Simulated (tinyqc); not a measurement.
Inside a calculation. Method: Pariser-Parr-Pople SCF with singles CI, for the molecule FC1=CC=CC=CC=N1 (SMILES; centres numbered as the heavy atoms are written). One step of it, computed by the program tinyqc.

Question. PPP integrals. Ohno: gamma = 14.399645/sqrt(R^2 + a^2), a = 2 x 14.399645/(gamma_rr + gamma_ss); H_rr = -W_r - sum_(s != r) z_s gamma_rs; H_rs = beta for bonds.

Centres (angstrom, eV; a flat drawing with bonds scaled to 1.40 angstrom):
```
centre,x,y,core charge z,W,gamma_rr
1F,2.870000,0.000000,2,39.000000,21.400000
2C,1.470000,0.000000,1,11.160000,11.130000
3C,0.935000,1.293000,1,11.160000,11.130000
4C,-0.359000,1.829000,1,11.160000,11.130000
5C,-1.652000,1.293000,1,11.160000,11.130000
6C,-2.188000,0.000000,1,11.160000,11.130000
7C,-1.652000,-1.293000,1,11.160000,11.130000
8C,-0.359000,-1.829000,1,11.160000,11.130000
9N,0.935000,-1.293000,1,14.100000,12.300000
```

Resonance integrals (eV):
```
i,j,beta
1,2,-2.100000
2,3,-2.390000
3,4,-2.390000
4,5,-2.390000
5,6,-2.390000
6,7,-2.390000
7,8,-2.390000
8,9,-2.510000
9,2,-2.510000
```

Give: repulsion gamma_rs; core matrix H.

Answer.

repulsion gamma_rs (eV), lower triangle:
```
,1F,2C,3C,4C,5C,6C,7C,8C,9N
1F,21.4000
2C,8.6931,11.1300
3C,5.7831,7.5559,11.1300
4C,3.7743,4.9789,7.5521,11.1300
5C,3.0088,3.9796,4.9783,7.5548,11.1300
6C,2.8043,3.7112,3.9787,4.9789,7.5548,11.1300
7C,3.0088,3.9796,3.7113,3.9796,4.9799,7.5548,11.1300
8C,3.7743,4.9789,3.9792,3.7112,3.9796,4.9789,7.5548,11.1300
9N,5.8082,7.7313,5.0291,4.0042,3.7316,4.0036,5.0275,7.7273,12.3000
```

core matrix H (eV), lower triangle:
```
,1F,2C,3C,4C,5C,6C,7C,8C,9N
1F,-75.6550
2C,-2.1000,-65.4618
3C,0.0000,-2.3900,-59.5107
4C,0.0000,0.0000,-2.3900,-55.4683
5C,0.0000,0.0000,0.0000,-2.3900,-53.9361
6C,0.0000,0.0000,0.0000,0.0000,-2.3900,-53.5294
7C,0.0000,0.0000,0.0000,0.0000,0.0000,-2.3900,-53.9650
8C,0.0000,0.0000,0.0000,0.0000,0.0000,0.0000,-2.3900,-55.6185
9N,0.0000,-2.5100,0.0000,0.0000,0.0000,0.0000,0.0000,-2.5100,-62.9711
```
